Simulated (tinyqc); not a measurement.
Vertical double-diffused power MOSFET, components of the on-resistance: two steps of the calculation.

Stripe cells of pitch Wp + a, two channels a cell. Current flows through the channels, spreads in the accumulation layer, passes the gap between the p bodies and spreads at 45 degrees into the drift layer below them. Low drain voltage, full ionisation.

Values chosen for this exercise; bulk values close to those of 4H silicon carbide: temperature T = 350 K; relative permittivity eps_r = 9.92; critical-field constant Kc = 22700 V/cm per (cm^-3)^(1/8); rated breakdown voltage of the drift layer BV = 650 V; drift mobility at 300 K mud = 818 cm^2/(V s); temperature exponent of the drift mobility bt = 2.1; gate oxide thickness (eps_r 3.9) tox = 76 nm; gate overdrive Vov = 6 V; channel mobility mch = 18 cm^2/(V s); accumulation-layer mobility mac = 65 cm^2/(V s); channel length Lc = 1.3 um; width of the p body in one cell, channels included Wp = 7.7 um; gap between neighbouring p bodies a = 2.8 um; depth of the p body xp = 1.3 um; doping of the gap over the drift doping Nj = 2; built-in voltage of the body junction Vbi = 2.93 V; substrate and contact resistance Rs = 0.14 mohm cm^2.

Constants: q = 1.602176634e-19 C, eps0 = 8.8541878128e-14 F/cm where lengths are in cm. Results are converted to the units shown.

Task 1. Drift layer. Triangular field at breakdown with Ec = Kc N^(1/8): BV = eps0 eps_r Ec^2/(2 q N), so N = (eps0 eps_r Kc^2/(2 q BV))^(4/3); W = 2 BV/Ec; mu = mud (T/300 K)^(-bt); rho = 1/(q mu N); ideal resistance rho W.

Find: drift doping N; Ec; drift thickness W; electron mobility mu at T; drift resistivity rho; ideal resistance.

Result 1.

drift doping N = 2.815e16 cm^-3
Ec = 2.583 MV/cm
drift thickness W = 5.032 um
electron mobility mu at T = 591.8 cm^2/(V s)
drift resistivity rho = 0.3747 ohm cm
ideal resistance = 0.1886 mohm cm^2

Task 2. Components of the on-resistance. Pitch p = Wp + a, Cox = 3.9 eps0/tox; zero-bias depletion in the gap w0 = sqrt(2 eps0 eps_r Vbi/(q N Nj)), open gap g = a - 2 w0; R_ch = Lc p/(2 mch Cox Vov); R_acc = 0.6 a p/(4 mac Cox Vov), 0.6 being an empirical factor for current leaving the layer along its length; R_gap = (rho/Nj) xp p/g; spreading depth t = min(W, (p - g)/2); R_drift = (rho p/2) ln((g + 2 t)/g) + rho (W - t); R_on = the sum with Rs.

drift doping N = 2.8145642e16 cm^-3
drift thickness W = 5.0320054 um
electron mobility mu at T = 591.78649 cm^2/(V s)
drift resistivity rho = 0.37472563 ohm cm

Give: w0; g; components; R_on; shares.

Result 2.

w0 = 0.23889 um
g = 2.3222 um
components (mohm cm^2): channel 13.908, accumulation 2.4887, gap 0.11013, drift 0.33218, substrate 0.14000
R_on = 16.979 mohm cm^2
shares (%): channel 81.913, accumulation 14.657, gap 0.649, drift 1.956, substrate 0.825

The channel term is the largest. R_on is 90.0 times the ideal drift resistance rho W, and spreading raises the drift term to 1.76 times it.

Numbers from tinyqc (`OMP_NUM_THREADS=1 python tinyqc.py 2230138 2230139 out.jsonl`; about 0.01 s on one thread of a shared Intel Xeon 2.30GHz).
